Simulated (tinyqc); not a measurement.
How many bands a k.p model needs: band 5 from Gamma to L: k.p theory built from an empirical-pseudopotential calculation at Gamma.

Empirical pseudopotential on the fcc lattice, atoms at +/- tau, tau = a (1,1,1)/8, no spin-orbit coupling. H(G,G') = c (2 pi/a)^2 |k + G|^2 delta + VS(q) cos(q.tau) + i VA(q) sin(q.tau), q = G - G', c = hbar^2/2m0; k and G in units of 2 pi/a; VS at |q|^2 = 3, 8, 11 and VA at 3, 4, 11, in rydberg, zero elsewhere. The basis is fixed: all 113 G with |G|^2 up to Gcut. Energies are counted from the fourth level at Gamma.

k.p in the lowest n states at Gamma: H_nm = (E_n + c k^2) delta + 2 c k.<n|G|m>, k in 1/angstrom; with all states of the basis it is exact.

Constants: hbar^2/2m0 = 3.80998211 eV angstrom^2; Ry = 13.60569312 eV.

Inputs chosen for the exercise (near those of Si; the results hold for these values, not for the real material): a = 5.439 angstrom (lattice constant); VS = (-0.207, 0.042, 0.078) Ry (symmetric form factors); VA = (0, 0, 0) Ry (antisymmetric form factors); Gcut = 20 (2 pi/a)^2 (largest |G|^2 of the fixed basis).

Band 5 (counted from below) at k = f (0.5, 0.5, 0.5) 2 pi/a; n ends on whole multiplets.

Energies (eV):

| f | n = 8 | n = 15 | n = 27 | n = 113 (exact) |
|---|---|---|---|---|
| 0.000 | 3.327 | 3.327 | 3.327 | 3.327 |
| 0.125 | 3.476 | 3.311 | 3.309 | 3.309 |
| 0.250 | 3.833 | 3.061 | 3.057 | 3.054 |
| 0.375 | 4.163 | 2.740 | 2.733 | 2.726 |
| 0.500 | 4.608 | 2.446 | 2.434 | 2.420 |
| 0.625 | 5.175 | 2.210 | 2.194 | 2.170 |
| 0.750 | 5.866 | 2.048 | 2.025 | 1.989 |
| 0.875 | 6.682 | 1.962 | 1.933 | 1.880 |
| 1.000 | 7.622 | 1.956 | 1.918 | 1.844 |

With n = 8 the band stays within 0.05 eV of the exact one at Gamma only (error at L: +5.778 eV). With n = 15 the band stays within 0.05 eV of the exact one up to f = 0.625 (error at L: +0.112 eV). With n = 27 the band stays within 0.05 eV of the exact one up to f = 0.750 (error at L: +0.074 eV). A smaller basis can only raise a level. The exact band has its minimum on these points at f = 1.000; n = 8 puts it at f = 0.000.

(tinyqc, `OMP_NUM_THREADS=1 python tinyqc.py 1050402 1050403 out.jsonl`, Intel(R) Xeon(R) Processor @ 2.30GHz, 1 thread, shared host, about 1 s.)
